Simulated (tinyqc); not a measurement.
Configuration-coordinate model of a defect: Huang-Rhys factor and luminescence line shape: one step, computed by the program tinyqc.

Ground state E_g(Q) = (1/2) omega_g^2 Q^2; excited state E_e(Q) = E_0 + (1/2) omega_e^2 (Q - dQ)^2 with E_0 = E_ZPL - (hbar omega_e - hbar omega_g)/2. Q is mass-weighted; the dipole does not depend on Q (Condon approximation).

Problem. Huang-Rhys factors and vertical energies. S = hbar omega dQ^2/(2 hbar^2/u) for each state; relaxation energy S hbar omega; absorption at E_0 + S_e hbar omega_e, emission at E_0 - S_g hbar omega_g; the Stokes shift is their difference.

Inputs (values chosen for the exercise, for a model defect in a wide-gap host):
```
quantity                           value              unit
zero-phonon energy E_ZPL            2.06                eV
displacement dQ                     1.17  u^(1/2) angstrom
ground-state phonon hbar omega_g      19               meV
excited-state phonon hbar omega_e   18.3               meV
```

Modes: different frequencies.

Constants: hbar^2/u = 4.18015928e-03 eV angstrom^2.

Give: S_g; S_e; relaxation energy, ground state; relaxation energy, excited state; vertical absorption energy; vertical emission energy; Stokes shift.

Solution.

S_g = 3.111

S_e = 2.996

relaxation energy, ground state = 0.05911 eV

relaxation energy, excited state = 0.05483 eV

vertical absorption energy = 2.115 eV

vertical emission energy = 2.001 eV

Stokes shift = 0.1139 eV

The coupling is intermediate: phonon replicas can be resolved beside the zero-phonon line.
